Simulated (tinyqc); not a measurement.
From results back to parameters: Wannier exciton and Elliott formula. Three cases, with inputs chosen for the exercise.

Problem. Bulk exciton lines lie at Eg - Ry*/n^2 with Ry* = Ry mu/eps^2. Lines n = 1 and 2 were computed from hidden Eg and mu.

Constants: Ry = 13.60569312 eV; a0 (Bohr radius) = 0.5291772105 angstrom.
Find: Ry*; Eg; mu; a* = a0 eps/mu.

Method. The spacing is Ry* (1/1 - 1/4).

Case 1.

Values chosen (out of a larger set: near those of InGaAs; not measured data): eps = 13.8 (dielectric constant).

lines (eV): 0.798893  0.800473

Solution.

Ry* = 2.11 meV
Eg = 0.8010 eV
mu = 0.029 m0
a* = a0 eps/mu = 248 angstrom

Case 2.

Values chosen (out of a larger set: near those of InGaAs; not measured data): eps = 13.9 (dielectric constant).

lines (eV): 0.813047  0.814512

Solution.

Ry* = 1.95 meV
Eg = 0.8150 eV
mu = 0.028 m0
a* = a0 eps/mu = 265 angstrom

Case 3.

Values chosen (out of a larger set: near those of GaAs; not measured data): eps = 12.3 (dielectric constant).

lines (eV): 1.508648  1.511912

Solution.

Ry* = 4.35 meV
Eg = 1.5130 eV
mu = 0.048 m0
a* = a0 eps/mu = 135 angstrom

Computed by tinyqc, one run a case: `OMP_NUM_THREADS=1 python tinyqc.py N N+1 out.jsonl` with N = 1251149, 1251254, 1251419; one thread of a shared Intel(R) Xeon(R) Processor @ 2.30GHz, about 0.01 s a run at most.
